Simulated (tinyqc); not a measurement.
Worked calculation: charge control and current of a heterostructure field-effect transistor. Computed by tinyqc, a small Python program that keeps every step. Command: `OMP_NUM_THREADS=1 python tinyqc.py 3019270 3019271 out.jsonl hemt walk`. One thread of a shared host (Intel(R) Xeon(R) Processor @ 2.30GHz), about 0.01 s of CPU time with the checks. Intermediate numbers are printed to about 6 digits and carried at full precision; extremes and crossings named in words are read from the listed rows.

Two subbands in a triangular well; E_F is counted from the conduction band edge of the channel at the interface.

Inputs (values chosen for the exercise, modelled on AlGaAs/GaAs):
```
quantity                                  value        unit
channel mass m                            0.067         m_0
permittivity eps (barrier and channel)     12.9           -
barrier thickness d                          45          nm
Schottky barrier phi_B                      1.1          eV
conduction band offset dE_c                0.26          eV
delta-doping density N_d                4.3e+12      1/cm^2
gate voltage V_G                              0           V
mobility mu                                8400  cm^2/(V s)
saturation velocity v_s                     1.7    1e7 cm/s
gate length L                                60          nm
source resistance R_S                         0      ohm mm
temperature T                                77           K
mixing                                      0.5           -
iteration cap                               200           -
spacer between delta layer and channel      3.3          nm
```

Charge source: delta doping. Velocity law: smooth.

Constants: e = 1.602176634e-19 C; eps_0 = 8.8541878128e-12 F/m; k_B = 8.617333262e-05 eV/K; hbar = 1.054571817e-34 J s; m_0 = 9.1093837015e-31 kg; k_B = 1.380649e-23 J/K.

## Threshold and barrier capacitance

Threshold V_T = phi_B - dE_c - e N_d (d - spacer)/(eps eps_0) (in volts); C_b = eps eps_0/d.

threshold voltage V_T = -1.67522 V

barrier capacitance C_b = 0.253820 microfarad/cm^2

The device is normally on.

## First iteration

Charge control: n_s = C_b (V_G - V_T - E_F/e)/e. Well: mean field F = e n_s/(2 eps eps_0), E_i = (hbar^2/2m)^(1/3) [(3 pi e F/2)(i + 3/4)]^(2/3), i = 0, 1; n_s = D k_B T sum_i ln(1 + exp((E_F - E_i)/k_B T)), D = m/(pi hbar^2), which is solved in closed form for E_F. Iteration from n_s = C_b (V_G - V_T)/(2e): E_F from n_s, n_out from the charge control, n_new = n_s + mixing (n_out - n_s), kept above n_s/10; stop when |n_out/n_s - 1| < 1e-9.

starting n_s = 1.32696e+12 1/cm^2

E_0 = 85.0520 meV

E_1 = 149.624 meV

E_F = 132.007 meV

n_out = 2.44479e+12 1/cm^2

Caution: a density of n_out would put E_F above the conduction band minimum of the barrier, where parallel conduction sets in.

## Sheet density

The formulas are those given above.

Course of the iteration:
```
iteration  n_s (1/cm^2)  E_F (meV)  |n_out/n_s - 1|
1           1.32696e+12    132.007      8.42400e-01
2           1.88588e+12    174.226      2.60904e-01
3           2.13189e+12    191.996      1.02193e-01
4           2.24083e+12    199.729      4.31458e-02
5           2.28917e+12    203.134      1.87602e-02
6           2.31064e+12    204.642      8.25908e-03
7           2.32018e+12    205.312      3.65568e-03
...                 ...        ...              ...
20          2.32782e+12    205.846      9.63945e-08
21          2.32782e+12    205.846      4.28491e-08
22          2.32782e+12    205.846      1.90472e-08
23          2.32782e+12    205.846      8.46682e-09
24          2.32782e+12    205.846      3.76365e-09
25          2.32782e+12    205.846      1.67301e-09
26          2.32782e+12    205.846      7.43684e-10
```

sheet density n_s = 2.32782e+12 1/cm^2

Converged in 26 iterations.

## Levels and gate capacitance

C_g = e dn_s/dV_G = 1/(1/C_b + 1/C_q), 1/C_q = d(E_F/e)/d(e n_s) by a central difference of +/- 0.1 % in n_s; added distance dd = eps eps_0/C_q.

E_0 = 123.712 meV

E_1 = 217.635 meV

E_F = 205.846 meV

share in the second subband = 1.24712 %

gate capacitance C_g = 0.228468 microfarad/cm^2

added distance dd = 4.99338 nm

C_g is 90 % of C_b: the finite density of states and the rise of E_0 act as 5.0 nm of extra barrier. Caution: E_F lies above the conduction band minimum of the barrier, so electrons would spill into the barrier.

## Saturation current

With V = e n_s/C_g and V_c = v_s L/mu: for v = mu F/(1 + mu F/v_s), V_Dsat = V_c (sqrt(1 + 2V/V_c) - 1) and I/W = C_g v_s (V - V_Dsat); g_m = dI/dV; extrinsic g_m/(1 + g_m R_S); f_T = g_m/(2 pi C_g L).

V = 1.63242 V

V_c = 0.0121429 V

V_Dsat = 0.187337 V

saturation current I/W = 561.266 mA/mm

intrinsic g_m = 364.753 mS/mm

extrinsic g_m = 364.753 mS/mm

intrinsic f_T = 423.489 GHz

V/V_c = 134.43: velocity saturation rules; I is 89 % of e n_s v_s = 634 mA/mm.

## Gate length

The formulas are those given above.

Scaling; the last columns are v_s/(2 pi L) and mu V/(2 pi L^2):
```
L (nm)  I/W (mA/mm)  g_m (mS/mm)  extrinsic g_m (mS/mm)    f_T (GHz)  velocity limit (GHz)  mobility limit (GHz)
30          581.652      371.663                371.663  8.63022e+02               901.878           2.42488e+05
60          561.266      364.753                364.753  4.23489e+02               450.939           6.06220e+04
120         533.688      355.022                355.022  2.06095e+02               225.470           1.51555e+04
250         494.604      340.416                340.416  9.48559e+01               108.225           3.49182e+03
500         446.654      321.054                321.054  4.47304e+01                54.113           8.72956e+02
1000        387.281      294.560                294.560  2.05196e+01                27.056           2.18239e+02
2000        317.883      259.404                259.404  9.03525e+00                13.528           5.45598e+01
5000        219.065      199.472                199.472  2.77911e+00                 5.411           8.72956e+00
```

f_T scales as L^-1.03 at the short end and L^-1.29 at the long end; the two limits cross at L = mu V/v_s = 8070 nm. g_m tends to C_g v_s = 388 mS/mm. Fringe capacitances and short-channel effects, left out, lower f_T once L is below about ten barrier thicknesses.

Checks made by the program: iterated density against a bracketing root search (relative difference 7e-10).
